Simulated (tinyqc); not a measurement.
One-electron ion in a basis of Gaussians, step by step. Computed by tinyqc, a small Python program that keeps every step. Settings: Z = 1, l = 0. Command: `OMP_NUM_THREADS=1 python tinyqc.py 31775 31776 out.jsonl` (the two numbers bound the seeds that draw the settings). One thread of a shared host (Intel(R) Xeon(R) Processor @ 2.60GHz), about 0.01 s of CPU time with the checks.

## Matrices over normalised Gaussians

exponents of r^l exp(-a r^2) (1/bohr^2): [0.135900, 0.598700, 2.638000, 11.620000]

Z = 1

l = 0

With p = a_i + a_j and I(k) = Gamma((k+1)/2) / (2 p^((k+1)/2)): S = I(2l+2), T = (2l+3) a_i a_j S / p, V = -Z I(2l+1), each divided by sqrt(S_ii S_jj).

S:
$$\begin{pmatrix}
1.000000 & 0.684369 & 0.283648 & 0.098851 \\
0.684369 & 1.000000 & 0.684312 & 0.283674 \\
0.283648 & 0.684312 & 1.000000 & 0.684412 \\
0.098851 & 0.283674 & 0.684412 & 1.000000
\end{pmatrix}$$

T (hartree):
$$\begin{pmatrix}
0.203850 & 0.227399 & 0.109978 & 0.039836 \\
0.227399 & 0.898050 & 1.001745 & 0.484541 \\
0.109978 & 1.001745 & 3.957000 & 4.414295 \\
0.039836 & 0.484541 & 4.414295 & 17.430000
\end{pmatrix}$$

V (hartree):
$$\begin{pmatrix}
-0.588274 & -0.661867 & -0.533065 & -0.382440 \\
-0.661867 & -1.234738 & -1.389187 & -1.118888 \\
-0.533065 & -1.389187 & -2.591836 & -2.916098 \\
-0.382440 & -1.118888 & -2.916098 & -5.439677
\end{pmatrix}$$

## Generalised eigenproblem

H = T + V (hartree):
$$\begin{pmatrix}
-0.384424 & -0.434468 & -0.423087 & -0.342604 \\
-0.434468 & -0.336688 & -0.387442 & -0.634347 \\
-0.423087 & -0.387442 & 1.365164 & 1.498197 \\
-0.342604 & -0.634347 & 1.498197 & 11.990323
\end{pmatrix}$$

Solve H C = S C e through S^(-1/2); each column has its largest component positive (the first on a tie).

eigenvalues of S: [0.112157, 0.380239, 1.104680, 2.402924]

eigenvalues (hartree): [-0.498621, 0.219015, 3.698369, 22.150572]

coefficients:
$$\begin{pmatrix}
0.604902 & -1.233522 & 0.519006 & -0.196737 \\
0.429502 & 1.237357 & -1.452932 & 0.641300 \\
0.083445 & 0.019249 & 1.517104 & -1.388981 \\
0.018868 & 0.032836 & -0.061654 & 1.480072
\end{pmatrix}$$

For Z = 1 and l = 0 the exact lowest level is -Z^2/(2 n^2) with n = l + 1: -0.500000 hartree.
